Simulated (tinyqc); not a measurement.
Comparisons within one model: interface roughness in a thin film (subband fluctuation and scattering). A value that a table varies takes the place of the one given here.

Square well of width t, barriers V0, c = hbar^2/2m0: E1 solves k t + 2 atan[(k/mz)/(kappa/mb)] = pi, k = sqrt(mz E/c), kappa = sqrt(mb (V0 - E)/c). One interface is rough, so the subband edge fluctuates by G dt with G = |dE1/dt| (central difference of 0.01 angstrom; 2 E1/t for hard walls).

Gaussian roughness spectrum S(q) = pi D^2 Lc^2 exp(-q^2 Lc^2/4). Degenerate gas, taken to fill one subband (the second starts to fill once c kF^2/md exceeds E2 - E1, which is not tested here): kF = sqrt(2 pi Ns/gv), q = 2 kF sin(theta/2), 1/tau = (md/(2 pi c hbar)) G^2 times the integral from 0 to pi of S(q)(1 - cos theta)/eps(q)^2 dtheta, eps(q) = 1 + qs/q with screening (qs = gv md q0/(c eps), q0 = e^2/(4 pi eps0), form factors left out, which overstates the screening; other scattering is left out too, so these values lie far above measured mobilities in all but the thinnest films) or 1 without; mobility = tau c2/md with c2 = e/m0 = 1.75882e15 cm^2/(V s^2); 1e12/cm^2 = 1e-4/angstrom^2.

Constants: hbar^2/2m0 = 3.80998211 eV angstrom^2; hbar = 6.58211957e-16 eV s; e^2/(4 pi eps0) = 14.39964547 eV angstrom.

Values chosen for the exercise (near those of a thin Ge channel on (111), one valley; shifted at random, so the results belong to these values and not to a real crystal):
- mz = 1.566 m0 (confinement mass)
- V0 = 2.25 eV (barrier)
- mb = 0.31 m0 (barrier mass)
- md = 0.082 m0 (mass in the plane)
- gv = 1 (valleys)
- D = 2.6 angstrom (rms height of the roughness)
- Lc = 12 angstrom (correlation length)
- Ns = 2.8 x 1e12/cm^2 (sheet density)
- eps = 12.2 (mean dielectric constant at the channel)
- ts = (16, 21, 26, 30, 38, 48, 63) angstrom (thicknesses)
- t = 30 angstrom (film thickness)
- Ll = (4, 8, 14, 22, 35, 55, 90) angstrom (correlation lengths)

## The sixth-power law

Screened mobility against thickness for the finite barrier and for hard walls.

Results:

| t (angstrom) | E1 (meV) | G (meV/angstrom) | mobility (cm^2/(V s)) | the same, hard walls |
|---|---|---|---|---|
| 16 | 83.7 | 9.860 | 1.01e+04 | 7.11e+03 |
| 21 | 49.9 | 4.547 | 4.73e+04 | 3.63e+04 |
| 26 | 33.1 | 2.458 | 1.62e+05 | 1.31e+05 |
| 30 | 25.1 | 1.623 | 3.71e+05 | 3.09e+05 |
| 38 | 15.8 | 0.814 | 1.48e+06 | 1.28e+06 |
| 48 | 10.0 | 0.410 | 5.81e+06 | 5.18e+06 |
| 63 | 5.9 | 0.184 | 2.89e+07 | 2.65e+07 |

With hard walls G goes as 1/t^3 and the mobility as t^6. With the finite barrier the local exponent is 5.69 at the thin end and 5.90 at the thick end, since the envelope leaks out and softens the dependence. The least value is 1.01e+04 cm^2/(V s). EF - E1 = 82 meV exceeds about 3 E1, the distance to the next subband of the ladder, from 30 angstrom on, where the one-subband formula no longer holds. The gate field, which also presses carriers to the interface, is left out. Below about 20 angstrom the effective-mass picture is itself doubtful.

## Correlation length

Fixed D; bare and screened mobility.

Results:

| Lc (angstrom) | kF Lc | bare mobility (cm^2/(V s)) | screened mobility (cm^2/(V s)) |
|---|---|---|---|
| 4 | 0.17 | 1.50e+06 | 2.81e+06 |
| 8 | 0.34 | 3.99e+05 | 7.49e+05 |
| 14 | 0.59 | 1.54e+05 | 2.93e+05 |
| 22 | 0.92 | 8.96e+04 | 1.73e+05 |
| 35 | 1.47 | 8.14e+04 | 1.69e+05 |
| 55 | 2.31 | 1.36e+05 | 3.56e+05 |
| 90 | 3.77 | 2.60e+05 | 1.07e+06 |

The bare mobility is lowest at Lc = 35 angstrom of those listed (kF Lc = 1.47). The screened mobility is lowest at Lc = 35 angstrom of those listed (kF Lc = 1.47). Short roughness averages out (mobility as 1/Lc^2; the first two rows give exponent -1.91), and long roughness deflects only by small angles (bare mobility rising as Lc; the last two rows give 1.31).

## What each parameter does

G, G D, and the screened mobility. Each row changes one parameter from the base and keeps the others.

Results:

| case | G (meV/angstrom) | G D (meV) | mobility (cm^2/(V s)) |
|---|---|---|---|
| base | 1.623 | 4.22 | 3.712e+05 |
| t = 36 angstrom | 0.953 | 2.48 | 1.075e+06 |
| D = 3.38 angstrom | 1.623 | 5.48 | 2.197e+05 |
| Lc = 20 angstrom | 1.623 | 4.22 | 1.880e+05 |
| Ns = 4.48 x 1e12/cm^2 | 1.623 | 4.22 | 3.715e+05 |
| mz = 1.801 m0 | 1.428 | 3.71 | 4.794e+05 |
| md = 0.094 m0 | 1.623 | 4.22 | 3.048e+05 |
| V0 = 1.57 eV | 1.593 | 4.14 | 3.849e+05 |
| eps = 14.6 | 1.623 | 4.22 | 3.394e+05 |

The largest shifts from the base row, up to three for each result and ties (the steps differ in size, so this ranks the rows, not the parameters). G (meV/angstrom): t -0.669, mz -0.195, V0 -0.029; unchanged at the printed digits by D, Lc, Ns, md and eps. G D (meV): t -1.74, D +1.27, mz -0.51; unchanged at the printed digits by Lc, Ns, md and eps. mobility (cm^2/(V s)): t +7.04e+05, Lc -1.83e+05, D -1.52e+05. In the base case G D is 0.052 times EF - E1 = 81.7 meV.

tinyqc: `OMP_NUM_THREADS=1 python tinyqc.py 1281530 1281531 out.jsonl`; about 0.01 s, one thread, shared Intel(R) Xeon(R) Processor @ 2.30GHz.
